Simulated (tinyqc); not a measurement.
Chemical-mechanical planarisation: Preston law, pattern density and step-height reduction: one step, computed by the program tinyqc. Command: `OMP_NUM_THREADS=1 python tinyqc.py 3031401 3031402 out.jsonl cmp walk`. One thread of a shared host (Intel(R) Xeon(R) Processor @ 2.30GHz), about 0.01 s of CPU time with the checks.

A row of 8 cells, repeated periodically, holds raised features that cover a share rho of each cell.

Problem. State at time t. While h > h_c only raised areas polish, at R0/rho_eff, until t_c = rho_eff (h0 - h_c)/R0. After that h = h_c exp(-(t - t_c)/tau), tau = rho_eff h_c/R0; low areas polish at R0 (1 - h/h_c) and raised areas at R0 [1 + (1 - rho_eff) h/(rho_eff h_c)]. Removed from raised areas after t_c: h0 - h_c + R0 (t - t_c) + (1 - rho_eff)(h_c - h); from low areas: R0 (t - t_c) - rho_eff (h_c - h). Film left = z0 less the removal from raised areas.

Inputs (values chosen for the exercise, close to those used for oxide polishing): initial step height h0 = 400 nm; contact height h_c = 90 nm; film above the raised areas z0 = 650 nm; polish time t = 25 s.

effective densities: [0.4672448, 0.4833793, 0.4819147, 0.4392209, 0.4065252, 0.4171387, 0.4432793, 0.4612971]

blanket rate R0 = 10.73838 nm/s

Give: Cells; range of film left across the row; largest remaining step; thinnest film left.

Solution.

Cells:
```
cell  rho_eff  t_c (s)  step h (nm)  removed, raised (nm)  removed, low (nm)  film left on raised areas (nm)
1     0.46724   13.489       4.7601                479.03              83.79                          170.97
2     0.48338   13.954       5.8906                472.06              77.96                          177.94
3     0.48191   13.912       5.7812                472.70              78.48                          177.30
4     0.43922   12.680       3.1675                490.99              94.16                          159.01
5     0.40653   11.736       1.8344                504.76             106.60                          145.24
6     0.41714   12.042       2.2110                500.32             102.53                          149.68
7     0.44328   12.797       3.3707                489.27              92.64                          160.73
8     0.46130   13.317       4.3840                481.58              85.96                          168.42
```

range of film left across the row = 32.696 nm

largest remaining step = 5.8906 nm

thinnest film left = 145.24 nm

8 of 8 cells have reached contact. The cell with the lowest rho_eff has lost the most film from its raised areas.
